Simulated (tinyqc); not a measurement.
From results to parameters: minimal-basis H2. Computed by the program tinyqc with PySCF.

Problem. For two electrons in the two orbitals of minimal-basis H2, the CIS energies are e2 - e1 - J12 + 2 K12 and e2 - e1 - J12, and E_corr = D - sqrt(D^2 + K12^2) with 2D the energy of the double excitation. Find J12, K12, D, the MP2 energy and the weight of the double excitation.

orbital gap e2 - e1 = 0.27836015 hartree
CIS singlet and triplet energies (hartree): 0.340642  -0.218273
FCI correlation energy = -0.22416796 hartree

Solution. Half the singlet-triplet splitting is K12, the gap less the triplet energy is J12, D = (E_corr^2 - K12^2)/(2 E_corr), MP2 is -K12^2/(2 gap), and the weight is c^2/(1 + c^2) with c = E_corr/K12.

J12, K12, D (hartree): 0.497  0.279  0.062
MP2 correlation energy = -0.14028 hartree
weight of the double excitation = 0.3915
